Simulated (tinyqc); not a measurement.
Inside a calculation. Model: straight dislocations in isotropic elasticity: fields, energies, partials, Peierls stress and walls. Computed by tinyqc, a small Python program that keeps every step. Command: `OMP_NUM_THREADS=1 python tinyqc.py 3018566 3018567 out.jsonl disloc walk`. One thread of a shared host (Intel(R) Xeon(R) Processor @ 2.30GHz), about 0.01 s of CPU time with the checks. Intermediate numbers are printed to about 6 digits and carried at full precision; extremes and crossings named in words are read from the listed rows.

The line runs along z, the glide plane is y = 0, and beta is the angle between b and the line (0 screw, 90 degrees edge): b_e = b sin(beta) along +x with the extra half plane at y > 0, b_s = b cos(beta). Stress is positive in tension.

Inputs (values chosen for the exercise, modelled on nickel): shear modulus G = 79 GPa; Poisson ratio nu = 0.322; Burgers vector b = 2.492 angstrom; stacking-fault energy gamma = 136 mJ/m^2; dislocation density rho = 1e+09 1/m^2; core radius r0/b = 1.5; misfit volume of a solute dV = 5.2 angstrom^3; temperature T = 300 K; unstable fault energy gamma_us = 308 mJ/m^2; tilt angle theta = 3.2 degrees; source length l = 2900 nm.

Character: edge.

field point (x, y) (nm): [-5.6, -4.8]

Constants: 1 eV/angstrom^3 = 160.2176634 GPa; k_B = 8.617333262e-05 eV/K.

## Line energy and line tension

Energy factor K = G [cos^2(beta) + sin^2(beta)/(1 - nu)]. E = K b^2/(4 pi) ln(R/r0) with R = 1/(2 sqrt(rho)); tension T = E + d^2E/d(beta)^2 = G b^2 [1 + nu - 3 nu sin^2(beta)]/(4 pi (1 - nu)) ln(R/r0). The core energy is taken into r0.

energy factor K = 116.519 GPa

ln(R/r0) = 10.6525

line energy E = 38.2847 eV/nm

line tension T = 13.6294 eV/nm

stored energy rho E = 0.00613389 kJ/m^3

T/E = 0.36: bowing turns parts of the line towards the cheaper screw character, so it is soft.

## Stress at a point

With D = G b_e/(2 pi (1 - nu)), S = G b_s/(2 pi), r^2 = x^2 + y^2: s_xx = -D y (3x^2 + y^2)/r^4, s_yy = D y (x^2 - y^2)/r^4, s_xy = D x (x^2 - y^2)/r^4, s_zz = nu (s_xx + s_yy), s_xz = -S y/r^2, s_yz = S x/r^2. Pressure p = -trace/3.

stress (MPa), rows x, y, z:
$$\begin{pmatrix}
877.890 & -72.758 & 0.000 \\
-72.758 & -62.364 & 0.000 \\
0.000 & 0.000 & 262.599
\end{pmatrix}$$

pressure p = -359.375 MPa

The point lies below the glide plane, on the stretched side.

## Force on a second, equal dislocation at that point; binding of a solute

Peach-Koehler force per length on a parallel dislocation with the same b: in the glide plane F_x = s_xy b_e + s_yz b_s, normal to it F_y = -(s_xx b_e + s_xz b_s), which drives climb of the edge part or cross-slip of a screw. A solute with misfit volume dV has the energy p dV, and its dilute concentration is scaled by exp(-p dV/(k_B T)).

glide force F_x = -18.1312 mN/m

normal force F_y = -218.770 mN/m

solute energy = -11.6638 meV

concentration ratio = 1.57016

Along x the second dislocation is repelled. The oversized solute is enriched here.

## Splitting into partials

Shockley partials have b_p = b/sqrt(3) at the angles beta -/+ 30 degrees; their repulsion balances the fault at d = G b_p^2/(8 pi gamma) (2 - nu)/(1 - nu) [1 - 2 nu cos(2 beta)/(2 - nu)].

partial Burgers vector b_p = 1.43876 angstrom

splitting width d = 1.63853 nm

d/b = 6.57518

## Peierls-Nabarro core of the undissociated dislocation

Misfit energy gamma(u) = (gamma_us/2)(1 - cos(2 pi u/b)), so the largest restoring stress is tau_max = pi gamma_us/b; u(x) = b/2 + (b/pi) arctan(x/zeta), zeta = K b/(4 pi tau_max). Summing the misfit energy over atomic rows a' apart gives, for a wide core, W_P = (K b^2/pi) exp(-2 pi zeta/a') and sigma_P = (K b/a') exp(-2 pi zeta/a'); a' = b/2 for edge and 30-degree lines, b sqrt(3)/2 for screw and 60-degree lines.

tau_max = 3.88287 GPa

half width zeta = 5.95091 angstrom

row spacing a' = 1.246 angstrom

Peierls barrier W_P = 1.33380e-09 meV/nm

Peierls stress sigma_P = 2.16214e-08 MPa

zeta/a' = 4.78 and sigma_P/G = 2.7e-13: the stress falls by a factor e for each a'/(2 pi) of half width. Caution: so small a Peierls stress means only that the model finds negligible lattice resistance; its value is not a prediction.

## Strength from dislocations

Frank-Read source, averaged over the loop: tau = G b/(2 pi l) [(1 - nu/2)/(1 - nu)] ln(l/r0). Taylor hardening: tau = 0.3 G b sqrt(rho).

Frank-Read stress = 11.9748 MPa

Taylor stress = 0.186765 MPa

Of the source, forest and Peierls stresses the largest here is the source stress.

## Low-angle tilt boundary

A symmetric tilt wall of edge dislocations has the spacing h = b/(2 sin(theta/2)); Read-Shockley: gamma_b = E0 theta (A - ln theta), E0 = G b/(4 pi (1 - nu)), A = 1 + ln(b/(2 pi r0)), theta in radians.

spacing h = 4.46249 nm

boundary energy = 211.868 mJ/m^2

angle of the maximum, exp(A - 1) = 6.07927 degrees

## Character of the line

E = K b^2/(4 pi) ln(R/r0); T = G b^2 [1 + nu - 3 nu sin^2(beta)]/(4 pi (1 - nu)) ln(R/r0).

From screw to edge:
```
beta (degrees)  K (GPa)  E (eV/nm)  T (eV/nm)   d (nm)
0                79.000    25.9570    50.6124  0.72965
15               81.513    26.7828    48.1350  0.79053
30               88.380    29.0390    41.3666  0.95687
45               97.760    32.1209    32.1209  1.18409
60              107.139    35.2028    22.8751  1.41131
75              114.006    37.4589    16.1068  1.57765
90              116.519    38.2847    13.6294  1.63853
```

The edge costs 1/(1 - nu) = 1.475 times the screw in energy, yet its tension is only (1 - 2 nu)/(1 + nu) = 0.269 of the screw value, so loops under stress are elongated along b. The edge splits 2.25 times as widely, (2 + nu)/(2 - 3 nu), since there the larger, edge parts of the partials repel with the factor 1/(1 - nu) and the small screw parts attract, while in the screw the roles are exchanged.

Checks made by the program: zero divergence of the stress field, by differences and relative to the size of its gradient (relative difference 2e-10); splitting against the force between the two partials (relative difference below 1e-10).
